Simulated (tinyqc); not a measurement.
Alloy A(1-x)B(x) by interpolation with bowing, step by step. Values are carried at full precision from step to step, so a last printed digit may differ when a step is redone from the rounded ones.

Each gap follows E(x) = (1 - x) E_A + x E_B - C x (1 - x); the lattice constant follows Vegard, a(x) = (1 - x) a_A + x a_B.

Constants: hc = 1239.841984 eV nm; kB = 8.617333262e-05 eV/K.

Inputs chosen for the exercise (A near Si, B near Ge; the results hold for these values, not for the real material): a = (5.432, 5.66) angstrom (lattice constant of A, B); x = 0.06 (fraction of B); Eg = (4.247, 0.894) eV (gap at Gamma to the s-like level of A, B); EgX = (1.153, 0.927) eV (gap to the lowest valley along Gamma-X of A, B); EgL = (2.122, 0.734) eV (gap to L of A, B); C = (0.253, 0.215, 0) eV (bowing of the Gamma, X and L gaps); Dso = (0.044, 0.29) eV (spin-orbit splitting of A, B); Ep = (21.7, 26.6) eV (Kane energy of A, B); me = (0.1985, 0.0382) m0 (electron mass at Gamma of A, B); Cs = 0 eV (bowing of Dso); md = (0.1883, 1.01, 0.54) m0 (density-of-states masses of Gamma, all X and all L valleys); T = 300 K (temperature).

## Gaps and lattice constant at x

Also give the wavelength hc/E of the lowest gap.

a(x) = 5.4457 angstrom

linear parts (eV): Gamma 4.0458, X 1.1394, L 2.0387

bowing terms C x (1 - x) (eV): Gamma 0.0143, X 0.0121, L 0.0000

gaps (eV): Gamma 4.0316, X 1.1273, L 2.0387

wavelength of the lowest gap = 1099.8 nm

The lowest valley is X, so the gap is indirect; the next, L, lies 911 meV higher.

## Where the valleys cross

The difference of two gaps is a quadratic q2 x^2 + q1 x + q0 with q2 = C_i - C_j, q1 = (E_B - E_A - C)_i - (E_B - E_A - C)_j, q0 = E_A,i - E_A,j; give its roots between 0 and 1 (a dash: none).

Crossings:
```
pair        q2      q1      q0  first root  second root
Gamma-X  0.038  -3.165   3.094      0.9893            -
Gamma-L  0.253  -2.218   2.125           -            -
X-L      0.215   0.947  -0.969      0.8566            -
```

The lowest valley changes at x = 0.857 (X to L, gap 0.933 eV). The other crossings lie above the lowest valley.

## Electron mass of the alloy

Mass at Gamma from the Kane formula 1/m = F + Ep (Eg + 2 Dso/3)/(Eg (Eg + Dso)). F is fixed by the masses of A and B and interpolated linearly, as is Ep; Eg and Dso carry their bowing.

Compare with the linear interpolation of the masses.

F of A, B: [-0.0542, -1.1467]

Ep, Eg, Dso at x (eV): [21.9940, 4.0316, 0.0588]

m(x) from the Kane formula = 0.1883 m0
m(x) linear = 0.1889 m0

The Kane value lies 0.3 % below the linear one. The Gamma valley is not the lowest at this x.

## Shares of the electrons in the valleys

Non-degenerate: n_i proportional to md_i^(3/2) exp(-E_i/kT).

md^(3/2): Gamma 0.0817, X 1.0150, L 0.3968

(E - E_min)/kT: Gamma 112.34, X 0.00, L 35.25

shares: Gamma 0.000, X 1.000, L 0.000

X holds most electrons (100.0 %).

## Checks

- The Gamma and X gaps at their crossing x = 0.9893 (eV): both 0.9271.
- The X and L gaps at their crossing x = 0.8566 (eV): both 0.9330.

tinyqc: `OMP_NUM_THREADS=1 python tinyqc.py 1051583 1051584 out.jsonl`; about 0.01 s, one thread, shared Intel(R) Xeon(R) Processor @ 2.30GHz.
